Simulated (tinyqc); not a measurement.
# Frequency dispersion of an accumulation capacitance by border traps, distributed model: capacitance and loss against frequency

Traps spread evenly through the insulator exchange electrons with the semiconductor by tunnelling, with tau(x) = t0 exp(2 ka x) at depth x from the interface. The admittance per area Y seen at depth x obeys dY/dx = -Y^2/(i w eps0 eox) + q Nb ln(1 + i w tau)/tau, with Y(0) = i w Cs and w = 2 pi f; the gate sees Y(tox) = G + i w C. Working variable y = Y/(i w), in uF/cm^2. Cox = eps0 eox/tox.

Cox; trap-free value 1/(1/Cox + 1/Cs); response depth d = ln(1/(w t0))/(2 ka), where w tau = 1; lumped estimate: all traps within d act as C_bt = q Nb d placed at d/2, so C = 1/{1/[1/(1/Cs + d/(2 eps0 eox)) + C_bt] + (tox - d/2)/(eps0 eox)}. C and G from a fine integration; dispersion -d C/d log10 f over C, from f times and over 1.1. For a broad spread of time constants G/w is close to -(pi/2) dC/d ln w.

Parameters, values chosen for the exercise; permittivity close to that of aluminium oxide:
- eox = 8.81 (relative permittivity of the insulator)
- tox = 7.1 nm (insulator thickness)
- Cs = 0.53 uF/cm^2 (semiconductor capacitance in accumulation)
- Nb = 2.2e19 cm^-3 eV^-1 (density of border traps)
- ka = 4.1 1/nm (decay constant of the wave function in the insulator)
- t0 = 1e-10 s (time constant of a trap at the interface)

Constants: q = 1.602176634e-19 C, eps0 = 8.8541878128e-14 F/cm where lengths are in cm. Results are converted to the units shown.

The same in every row: trap-free C (uF/cm^2) = 0.3575.

Results:
```
f (Hz)	d (nm)	C (uF/cm^2)	G/w (uF/cm^2)	dispersion (% a decade)	-(pi/2) dC/d ln w (uF/cm^2)	lumped C (uF/cm^2)
10	2.303	0.6794	0.02381	5.131	0.02378	0.6537
100	2.022	0.6447	0.02362	5.363	0.02359	0.6219
1000	1.741	0.6101	0.02362	5.666	0.02358	0.5896
10000	1.461	0.5755	0.02382	6.059	0.02379	0.5564
1e6	0.8991	0.5043	0.02496	7.241	0.02491	0.4865
1e7	0.6183	0.4671	0.02593	8.134	0.02592	0.4490
```

Estimate the missing row, f = 1e5 Hz.

Computed row:
```
f (Hz)	d (nm)	C (uF/cm^2)	G/w (uF/cm^2)	dispersion (% a decade)	-(pi/2) dC/d ln w (uF/cm^2)	lumped C (uF/cm^2)
1e5	1.180	0.5403	0.02426	6.570	0.02422	0.5222
```

With this row back in the table: C falls from 0.6794 to 0.4671 uF/cm^2, towards the trap-free 0.3575; each decade of frequency removes ln 10/(2 ka) = 0.281 nm from the response depth. The dispersion rises from 5.13 to 8.13 % a decade and G/w goes from 0.0238 through a minimum of 0.0236 (at f = 1000 Hz among the rows listed) to 0.0259 uF/cm^2. G/w stays at 1.00 times -(pi/2) dC/d ln w, the relation for a broad spread of time constants.

tinyqc, about 0.5 s, one thread, Intel Xeon 2.30GHz (shared host): `OMP_NUM_THREADS=1 python tinyqc.py 2202179 2202180 out.jsonl`
